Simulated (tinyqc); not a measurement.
Correlation length: interface roughness in a thin film (subband fluctuation and scattering).

Square well of width t, barriers V0, c = hbar^2/2m0: E1 solves k t + 2 atan[(k/mz)/(kappa/mb)] = pi, k = sqrt(mz E/c), kappa = sqrt(mb (V0 - E)/c). One interface is rough, so the subband edge fluctuates by G dt with G = |dE1/dt| (central difference of 0.01 angstrom; 2 E1/t for hard walls).

Gaussian roughness spectrum S(q) = pi D^2 Lc^2 exp(-q^2 Lc^2/4). Degenerate gas, taken to fill one subband (the second starts to fill once c kF^2/md exceeds E2 - E1, which is not tested here): kF = sqrt(2 pi Ns/gv), q = 2 kF sin(theta/2), 1/tau = (md/(2 pi c hbar)) G^2 times the integral from 0 to pi of S(q)(1 - cos theta)/eps(q)^2 dtheta, eps(q) = 1 + qs/q with screening (qs = gv md q0/(c eps), q0 = e^2/(4 pi eps0), form factors left out, which overstates the screening; other scattering is left out too, so these values lie far above measured mobilities in all but the thinnest films) or 1 without; mobility = tau c2/md with c2 = e/m0 = 1.75882e15 cm^2/(V s^2); 1e12/cm^2 = 1e-4/angstrom^2.

Constants: hbar^2/2m0 = 3.80998211 eV angstrom^2; hbar = 6.58211957e-16 eV s; e^2/(4 pi eps0) = 14.39964547 eV angstrom.

Inputs chosen for the exercise (near those of a thin InGaAs channel; shifted at random, so the results belong to these values and not to a real crystal):
```
symbol  value                         unit         meaning
t       68                            angstrom     film thickness
mz      0.044                         m0           confinement mass
V0      2.06                          eV           barrier
mb      0.25                          m0           barrier mass
md      0.045                         m0           mass in the plane
gv      1                                          valleys
D       3.5                           angstrom     rms height of the roughness
Ns      1                             x 1e12/cm^2  sheet density
eps     11.4                                       mean dielectric constant at the channel
Ll      (5, 10, 16, 25, 40, 65, 100)  angstrom     correlation lengths
```

Fixed D; bare and screened mobility.

Results:
```
Lc (angstrom)  kF Lc  bare mobility (cm^2/(V s))  screened mobility (cm^2/(V s))
5               0.13                    1.24e+06                        2.31e+06
10              0.25                    3.22e+05                        5.99e+05
16              0.40                    1.35e+05                        2.52e+05
25              0.63                    6.57e+04                        1.24e+05
40              1.00                    3.95e+04                        7.61e+04
100             2.51                    7.21e+04                        1.99e+05
```

Give the missing row, Lc (angstrom) = 65.

Computed row:
```
Lc (angstrom)  kF Lc  bare mobility (cm^2/(V s))  screened mobility (cm^2/(V s))
65              1.63                    4.09e+04                        8.67e+04
```

The bare mobility is lowest at Lc = 40 angstrom of those listed (kF Lc = 1.00). The screened mobility is lowest at Lc = 40 angstrom of those listed (kF Lc = 1.00). Short roughness averages out (mobility as 1/Lc^2; the first two rows give exponent -1.95), and long roughness deflects only by small angles (bare mobility rising as Lc; the last two rows give 1.32).

Run: tinyqc, `OMP_NUM_THREADS=1 python tinyqc.py 1251540 1251541 out.jsonl`; Intel(R) Xeon(R) Processor @ 2.30GHz, one thread, shared host; about 0.01 s of CPU time with all checks.
